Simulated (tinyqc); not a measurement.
# Worked calculation: IGBT as a p-i-n diode in series with a MOS channel, on-state and switching loss

Numbers from tinyqc (`OMP_NUM_THREADS=1 python tinyqc.py 2590102 2590103 out.jsonl`; about 0.01 s on one thread of a shared Intel Xeon 2.30GHz). Printed values are rounded.

High injection (n = p) in a drift layer from x = -W/2 (anode) to +W/2 (cathode side), recombination only in the layer with lifetime tau, ideal emitters. The channel feeds the cathode side and carries the whole current. Auger recombination, carrier-carrier scattering, emitter losses and the carrier dip under the p body are left out.

Inputs (values chosen for the exercise); material values close to those of silicon: temperature T = 300 K; band gap Eg = 1.12 eV; conduction-band density of states at T Nc = 2.85e19 cm^-3; valence-band density of states at T Nv = 2.61e19 cm^-3; electron mobility mn = 1400 cm^2/(V s); hole mobility mp = 480 cm^2/(V s); width of the drift layer W = 60 um; doping of the drift layer Nd = 1.5e14 cm^-3; high-injection lifetime tau = 0.16 us; current density J = 150 A/cm^2; channel and accumulation resistance Rch = 4.7 mohm cm^2; link voltage Vdc = 400 V; turn-off energy per stored charge and link voltage ks = 0.08; switching frequency f = 2 kHz.

Constants: q = 1.602176634e-19 C, kB = 1.380649e-23 J/K, Vt = kB T/q. Results are converted to the units shown.

## Ambipolar length

b = mn/mp, B = (b - 1)/(b + 1), La = sqrt(2 Vt mn mp tau/(mn + mp)), y = W/(2 La).

b = 2.91667
B = 0.489362
La = 17.1960 um
y = 1.74459

## Carrier profile

2 x/W, point 0 to 8: [-1, -0.75, -0.5, -0.25, 0, 0.25, 0.5, 0.75, 1]

n(x) = (tau J/(2 q La))[cosh(x/La)/sinh y - B sinh(x/La)/cosh y]. x/La = (2 x/W) y.

n, point 0 to 8 (cm^-3): [6.63500e16, 4.35630e16, 2.91949e16, 2.04690e16, 1.56990e16, 1.39629e16, 1.49252e16, 1.87720e16, 2.62467e16]

The density is 2.53 times higher at the anode than at the cathode side, since holes are the slower carriers; its smallest listed value is 93.1 times Nd.

## On-state voltage

n(x) = (tau J/(2 q La))[cosh(x/La)/sinh y - B sinh(x/La)/cosh y]. Vm = Vt [(8 b/(b + 1)^2)(sinh y/s) arctan(s sinh y) + B ln((1 + B tanh^2 y)/(1 - B tanh^2 y))], s = sqrt(1 - B^2 tanh^2 y); Vj = Vt ln(n(-W/2) n(W/2)/ni^2), ni = sqrt(Nc Nv) exp(-Eg/(2 Vt)), Eg in volts; Vc = J Rch; Von = Vm + Vj + Vc.

Vm = 0.157375 V
Vj = 0.784832 V
Vc = 0.705 V
Von = 1.64721 V

Vm does not depend on J, since the carrier density grows with it. Junctions, layer and channel take 48, 9.6 and 43 % of Von.

## Stored charge, losses and the unipolar alternative

Stored charge tau J, turn-off energy Eoff = ks tau J Vdc, loss at half duty 0.5 J Von + f Eoff. A unipolar device on the same layer has Vu = J (W/(q mn Nd) + Rch).

stored charge = 24 uC/cm^2
Eoff = 0.768 mJ/cm^2
conduction loss = 123.541 W/cm^2
switching loss = 1.536 W/cm^2
Vu = 27.4543 V

Both losses would be equal at f = 161 kHz.
